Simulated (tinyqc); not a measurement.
Worked calculation: nudged elastic band on a two-dimensional model surface. Computed by tinyqc, a small Python program that keeps every step. Command: `OMP_NUM_THREADS=1 python tinyqc.py 3019951 3019952 out.jsonl neb walk`. One thread of a shared host (Intel(R) Xeon(R) Processor @ 2.30GHz), about 0.4 s of CPU time with the checks. Intermediate numbers are printed to about 5 digits and carried at full precision; extremes and crossings named in words are read from the listed rows.

V(x, y) = h u^2 + t x + (kappa/2)(y + c u)^2 with u = x^2/w^2 - 1; the path runs from the minimum near (-w, 0) to that near (w, 0).

Inputs (values chosen for the exercise, for a model surface):

| quantity | value | unit |
|---|---|---|
| height h | 0.59 | eV |
| half width w | 0.95 | angstrom |
| transverse stiffness kappa | 3.1 | eV/angstrom^2 |
| curvature c | 0.72 | angstrom |
| tilt t | 0.15 | eV/angstrom |
| movable images n | 3 | - |
| spring constant k_s | 3.9 | eV/angstrom^2 |
| step factor eta | 0.03 | angstrom^2/eV |
| iteration cap | 600 | - |

Surface: curved double well. Climbing image: on.

## Stationary points

Newton steps x(new) = x - H^-1 grad V (moves limited to 0.3 angstrom) from (-w, 0), (w, 0) and (0, c) give the two minima and the saddle.

positions (angstrom):
```
               x         y
start   -0.97748  -0.04225
end      0.91990   0.04490
saddle   0.05757   0.71736
```

energies (eV): start -0.14459, end 0.14028, saddle 0.59431

barrier from the start = 0.73890 eV

## Straight-line start

Images are spaced evenly on the line between the minima.

images at the start (angstrom):
```
                x         y
image 1  -0.50313  -0.02047
image 2  -0.02879   0.00132
image 3   0.44556   0.02311
```

energies above the start (eV): 0.8241  1.5283  1.0199

The highest image lies +0.7894 eV from the true barrier.

## Iteration 1

Tangent at image i: towards the higher neighbour if the energies rise or fall through i; at a maximum or minimum, tau = t+ dmax + t- dmin if V(i+1) > V(i-1), else t+ dmin + t- dmax, with t+ = R(i+1) - R(i), t- = R(i) - R(i-1) and dmax, dmin the larger and smaller of |V(i+1) - V(i)| and |V(i-1) - V(i)|; then normalise. Force F = -grad V + (grad V.tau) tau + k_s (|t+| - |t-|) tau. With a climbing image, the highest image feels instead F = -grad V + 2 (grad V.tau) tau and no spring. Update R(new) = R + eta F; the end points stay fixed.

unit tangents:
```
               x        y
image 1  0.99895  0.04588
image 2  0.99895  0.04588
image 3  0.99895  0.04588
```

forces (eV/angstrom):
```
               x       y
image 1  -0.0816  1.7776
image 2   0.1220  2.2465
image 3  -0.0724  1.5767
```

images after iteration 1 (angstrom):
```
                x        y
image 1  -0.50558  0.03286
image 2  -0.02513  0.06872
image 3   0.44339  0.07041
```

## Iteration 2

The formulas are those given above.

unit tangents:
```
               x        y
image 1  0.99723  0.07442
image 2  0.99947  0.03255
image 3  0.99999  0.00361
```

forces (eV/angstrom):
```
               x       y
image 1  -0.1086  1.6620
image 2   0.1647  2.0324
image 3   0.0284  1.5210
```

images after iteration 2 (angstrom):
```
                x        y
image 1  -0.50884  0.08272
image 2  -0.02019  0.12969
image 3   0.44424  0.11604
```

## All iterations

Start on the straight line; stop when the largest force is below 1e-4 or above 1e6 eV/angstrom.

Course of the band:

| iteration | highest image (eV) | largest force (eV/angstrom) |
|---|---|---|
| 1 | 1.5283 | 2.2498e+00 |
| 2 | 1.3864 | 2.0391e+00 |
| 3 | 1.2706 | 1.8476e+00 |
| 4 | 1.1757 | 1.6739e+00 |
| 5 | 1.0981 | 1.5167e+00 |
| 6 | 1.0343 | 1.3744e+00 |
| 7 | 0.9819 | 1.2456e+00 |
| 8 | 0.9389 | 1.1290e+00 |
| 9 | 0.9034 | 1.0234e+00 |
| ... | ... | ... |
| 97 | 0.7389 | 2.0451e-04 |
| 98 | 0.7389 | 1.8656e-04 |
| 99 | 0.7389 | 1.7023e-04 |
| 100 | 0.7389 | 1.5537e-04 |
| 101 | 0.7389 | 1.4184e-04 |
| 102 | 0.7389 | 1.2954e-04 |
| 103 | 0.7389 | 1.1833e-04 |
| 104 | 0.7389 | 1.0812e-04 |
| 105 | 0.7389 | 9.8823e-05 |

Band at the end:

| image | x (angstrom) | y (angstrom) | E (eV) |
|---|---|---|---|
| 0 | -0.97748 | -0.04225 | 0.00000 |
| 1 | -0.59448 | 0.52088 | 0.28445 |
| 2 | 0.05760 | 0.71733 | 0.73890 |
| 3 | 0.59162 | 0.51302 | 0.46253 |
| 4 | 0.91990 | 0.04490 | 0.28487 |

energy of the highest image = 0.73890 eV

iterations = 105

largest force at the end = 9.8823e-05 eV/angstrom

Converged in 105 iterations. The climbing image sits on the saddle, so its energy is the barrier.

## Plain band against climbing image

Images are counted without the end points, and convergence is judged on the largest force on an image. Each run starts on the straight line with the same k_s and eta, for at most 1500 iterations; errors are against the Newton saddle; a dash marks a run that did not reach 1e-4 eV/angstrom.

Error of the highest image (meV) and iterations:

| images | plain, error | plain, iterations | climbing, error | climbing, iterations |
|---|---|---|---|---|
| 2 | -111.357 | 92 | 0 | 128 |
| 3 | -17.743 | 104 | 0 | 105 |
| 4 | -24.741 | 124 | 0 | 116 |
| 5 | -17.814 | 178 | 0 | 104 |
| 6 | -5.703 | 211 | 0 | 113 |
| 8 | -0.855 | 310 | 0 | 136 |
| 10 | 0.000 | 417 | 0 | 160 |

The plain band underestimates the barrier by 0.00 to 111.36 meV, depending on how near an image falls to the saddle (worst for 2 images, best for 10). The climbing image is within about 0.001 meV in every converged run, so few images suffice for the barrier.

Checks made by the program: climbing image against the Newton saddle (relative difference 2e-10).
